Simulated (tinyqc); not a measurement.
Changing the power per gate width P: self-heating of a transistor with one or more fingers, with temperature-dependent conductivity. Computed by tinyqc, a small Python program. Command: `OMP_NUM_THREADS=1 python tinyqc.py 3008117 3008118 out.jsonl selfheat sweep`. One thread of a shared host (Intel(R) Xeon(R) Processor @ 2.30GHz), about 0.06 s of CPU time with the checks.

N long parallel fingers lie on the top face of a slab whose bottom is held at T_0; the top is otherwise insulated, and heat flows in two dimensions. P in W/mm is 1000 P in W/m.

Inputs (values chosen for the exercise, modelled on sapphire):
```
quantity                                      value        unit
conductivity at the base temperature kappa_0   36.1     W/(m K)
exponent m in kappa ~ T^-m                      1.1           -
base temperature T_0                            300           K
fingers N                                         2           -
finger pitch s                                   11  micrometre
width of the heat source w                      1.6  micrometre
substrate thickness t                           150  micrometre
```

Power: fixed power.

Method:
- A line source of power P on the top face raises the top at distance x by (P/(pi kappa_0)) g(x), g(x) = -ln tanh(pi x/(4 t)) (the image sum for the slab). On a strip of width w the centre sees the mean of g over the strip, g_0 = 1 + ln(8 t/(pi w)) for w much below t.
- theta_i = (P/(pi kappa_0)) [g_0 + sum over j != i of g(|i - j| s)], with equal powers and constant conductivity; thermal resistance = largest theta/P.
- Kirchhoff transformation for kappa = kappa_0 (T/T_0)^-m: T = T_0 [1 - (m - 1) theta/T_0]^(-1/(m - 1)), where theta is the linear rise.
- The bracket vanishes at the power P T_0/((m - 1) theta).

One run for each value:
```
power per gate width P (W/mm)  true rise (K)  true rise / linear rise  largest theta (K)  peak temperature (K)
0.030                                   2.48                    1.005               2.47                 302.5
0.045                                   3.73                    1.007               3.70                 303.7
0.066                                   5.48                    1.010               5.43                 305.5
0.099                                   8.27                    1.015               8.15                 308.3
0.150                                  12.62                    1.023              12.34                 312.6
0.220                                  18.72                    1.034              18.10                 318.7
0.330                                  28.55                    1.052              27.15                 328.6
0.480                                  42.51                    1.076              39.49                 342.5
0.720                                  66.21                    1.118              59.24                 366.2
```

Describe and explain the trends.

Over the rows, true rise (K) rises from 2.48 to 66.2 (exponent d ln y / d ln x 1.0 between the first rows and 1.1 between the last); true rise / linear rise rises from 1.00 to 1.12 (exponent d ln y / d ln x 0.0056 between the first rows and 0.093 between the last); largest theta (K) rises from 2.47 to 59.2 (exponent d ln y / d ln x about 1.00 throughout). At the low end the exponent of true rise is 1.01, close to 1: the linear regime. The hot zone conducts worse, so the rise outgrows the power: the ratio to the linear rise reaches 1.12 in the last row.

Extremes, crossings and ranges named in words are read from the listed rows.
